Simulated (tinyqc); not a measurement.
MOS inversion layer, Poisson-Schroedinger loop: one step of the calculation.

Electrons confined at an insulator interface at z = 0, treated as a hard wall; parabolic valleys, Hartree approximation, no image or exchange terms. The depletion charge lies far deeper than the electrons and gives a uniform field q Nd/(eps0 eps_r); the gate balances all charge. Energies are counted from the band edge at the interface.

Task. Density, output potential and mixing. n_i = sum_k N_k |psi_k|^2 (converted to cm^-3). Hartree part by Gauss: on the interval before node i the electrons still beyond are S_i = Ns - hz sum_(j<i) n_j, and U_i = U_(i-1) + q S_i hz/(eps0 eps_r) in eV, U_0 = 0 at the interface. Mixing: U(new) = U + a (U(out) - U).

Inputs (values chosen for the exercise); masses and permittivity close to those of In0.53Ga0.47As: relative permittivity eps_r = 13.8; sheet density of electrons Ns = 4e11 cm^-2; mixing factor a = 0.5.

Constants: q = 1.602176634e-19 C, eps0 = 8.8541878128e-14 F/cm where lengths are in cm. Results are converted to the units shown.

```
node  z (nm)  self-consistent potential U at the start (eV)  |psi|^2 of A1 (1/nm)  |psi|^2 of A2 (1/nm)
1        2.7                                              0           0.020375892           0.019426768
2        5.4                                              0           0.059464549           0.040792887
3        8.1                                              0           0.082998512           0.027258945
4       10.8                                              0           0.079520702           0.003201373
5       13.5                                              0           0.059100294           0.005356578
6       16.2                                              0           0.036162383           0.032311251
7       18.9                                              0           0.018864619           0.057521480
8       21.6                                              0           0.008584810           0.063465574
9       24.3                                              0           0.003464000           0.052132681
10        27                                              0           0.001254548           0.034497427
11      29.7                                              0           0.000411701           0.019196947
12      32.4                                              0           0.000123350           0.009225116
13      35.1                                              0           0.000033938           0.003893653
14      37.8                                              0           0.000008603           0.001455682
15      40.5                                              0           0.000002000           0.000479063
16      43.2                                              0           0.000000411           0.000131771
17      45.9                                              0           0.000000059           0.000023174
```

N_k (cm^-2): A1 3.8010270e11, A2 1.9897303e10

Give: n; U(out); U after round 1.

Result.

```
node  n (1e17 cm^-3)  U(out) (eV)  U after round 1 (eV)
1              0.813      0.01416               0.00708
2              2.341      0.02755               0.01377
3              3.209      0.03869               0.01935
4              3.029      0.04677               0.02338
5              2.257      0.05195               0.02598
6              1.439      0.05498               0.02749
7              0.832      0.05663               0.02831
8              0.453      0.05748               0.02874
9              0.235      0.05791               0.02895
10             0.116      0.05810               0.02905
11             0.054      0.05819               0.02910
12             0.023      0.05823               0.02911
13             0.009      0.05824               0.02912
14             0.003      0.05824               0.02912
15             0.001      0.05824               0.02912
16             0.000      0.05825               0.02912
17             0.000      0.05825               0.02912
```

Computed by the program tinyqc: `OMP_NUM_THREADS=1 python tinyqc.py 2160162 2160163 out.jsonl`, one thread of a shared Intel Xeon 2.30GHz, about 0.5 s for the whole run.
